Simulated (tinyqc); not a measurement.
Error of the time step: velocity overshoot from momentum and energy balance equations after a field step. Computed by tinyqc, a small Python program. Command: `OMP_NUM_THREADS=1 python tinyqc.py 3004823 3004824 out.jsonl overshoot walk`. One thread of a shared host (Intel(R) Xeon(R) Processor @ 2.30GHz), about 0.02 s of CPU time with the checks.

At t = 0 the field jumps from 0 to F in a uniform sample. v is the drift velocity and u = w - (3/2) k_B T the excess energy per carrier.

Inputs (values chosen for the exercise, modelled on electrons in silicon except for tau_E):
```
quantity                      value        unit
effective mass m               0.27         m_0
low-field mobility mu_0        1400  cm^2/(V s)
saturation velocity v_s           1    1e7 cm/s
energy relaxation time tau_E   0.71          ps
field after the step F          5.1       kV/cm
lattice temperature T           300           K
time step dt                     24          fs
```

Scheme: implicit in the damping.

Constants: m_0 = 9.1093837015e-31 kg; e = 1.602176634e-19 C; k_B = 8.617333262e-05 eV/K.

Method:
- dv/dt = e F/m - v/tau_m(u), du/dt = e F v - u/tau_E, tau_m(u) = tau_0/(1 + c u), tau_0 = m mu_0/e, c = mu_0/(e tau_E v_s^2); this choice gives the steady state v (1 + mu_0 F v/v_s^2) = mu_0 F, which saturates at v_s. Steady velocity v = 2 mu_0 F/(1 + sqrt(1 + 4 (mu_0 F/v_s)^2)); u = e F v tau_E; carrier temperature T + 2u/(3 k_B), neglecting the drift energy m v^2/2.
- Step: v_new = (v + dt e F/m)/(1 + dt/tau_m(u)), u_new = (u + dt e F v_new)/(1 + dt/tau_E). Start v = u = 0; the distance adds dt (v + v_new)/2.
- The peak velocity is recomputed with dt/2 and dt/4 and by an adaptive Runge-Kutta method (tolerance 1e-9).

tau_0 = 214.917 fs

acceleration e F/m = 0.00332222 1e7 cm/s per fs

c = 19.7183 1/eV

steady velocity = 0.520536 1e7 cm/s

Peak velocity:
```
step      v_peak (1e7 cm/s)  error (%)
dt                  0.59566   -0.31697
dt/2                0.59655   -0.16854
dt/4                0.59705   -0.08524
adaptive            0.59755    0.00000
```

The implicit scheme puts the peak 0.32 % too low; halving dt divides the error by 1.88, as a first-order method should.

Extremes, crossings and ranges named in words are read from the listed rows.
